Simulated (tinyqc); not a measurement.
Hubbard chain of 2 sites, step by step. One step of it, computed by the program tinyqc.

Question. Mean-field iteration 1. H(up) = T + U n(down), H(down) = T + U n(up); fill the lowest levels; n(new) = n + mixing (n(out) - n); E = tr T (rho up + rho down) + U sum n_up n_down of the output.

one-body matrix (hopping and site energies) (eV), order 1, 2:
$$\begin{pmatrix}
0.000000 & -0.850000 \\
-0.850000 & 0.000000
\end{pmatrix}$$

U = 12.000000 eV

electrons, up and down: [1, 1]

mixing = 1

n(up) at the start (a guess, not normalised): 1 0.500000, 2 0.500000

n(down) at the start (a guess): 1 0.500000, 2 0.500000

Give: levels, up; levels, down; energy; n(up) after iteration 1; n(down) after iteration 1.

Answer.

levels, up (eV): [5.1500, 6.8500]

levels, down (eV): [5.1500, 6.8500]

energy = 4.3000 eV

n(up) after iteration 1: 1 0.5000, 2 0.5000

n(down) after iteration 1: 1 0.5000, 2 0.5000
